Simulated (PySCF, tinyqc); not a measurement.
Coupled-perturbed Hartree-Fock on RHF in the sto-3g basis, for H4, spin multiplicity 1, step by step. The lowest restricted solution is unstable here: a spin-polarised one lies 0.0107 hartree lower (PySCF). One step of it, computed by the program tinyqc.

Task: Iteration 2 (converged): orbitals. Diagonalise F' = X^T F X, C = X C', fill 2 alpha and 2 beta electrons from the bottom; D = 2 C_occ C_occ^T. Each column has its largest component positive (the first on a tie).

converged F (hartree), lower triangle:
```
           1H 1s      2H 1s      3H 1s      4H 1s
1H 1s  -0.218263
2H 1s  -0.435211  -0.218263
3H 1s  -0.169256  -0.139332  -0.218263
4H 1s  -0.139332  -0.169256  -0.435211  -0.218263
```

X:
```
               1          2          3         4
1H 1s   0.723161   0.609431   0.484603  0.374316
2H 1s  -0.723161  -0.609431   0.484603  0.374316
3H 1s  -0.723161   0.609431  -0.484603  0.374316
4H 1s   0.723161  -0.609431  -0.484603  0.374316
```

Give: F' = X^T F X; orbital energies; coefficients C; D after iteration 2.

Result:

F' = X^T F X (hartree), lower triangle:
```
       1      2       3       4
1  0.516
2  0.000  0.278
3  0.000  0.000  -0.324
4  0.000  0.000   0.000  -0.539
```

orbital energies (hartree): MO1 -0.539, MO2 -0.324, MO3 0.278, MO4 0.516

coefficients C:
```
         MO1     MO2     MO3     MO4
1H 1s  0.374   0.485   0.609   0.723
2H 1s  0.374   0.485  -0.609  -0.723
3H 1s  0.374  -0.485   0.609  -0.723
4H 1s  0.374  -0.485  -0.609   0.723
```

D after iteration 2, lower triangle:
```
        1H 1s   2H 1s  3H 1s  4H 1s
1H 1s   0.750
2H 1s   0.750   0.750
3H 1s  -0.189  -0.189  0.750
4H 1s  -0.189  -0.189  0.750  0.750
```
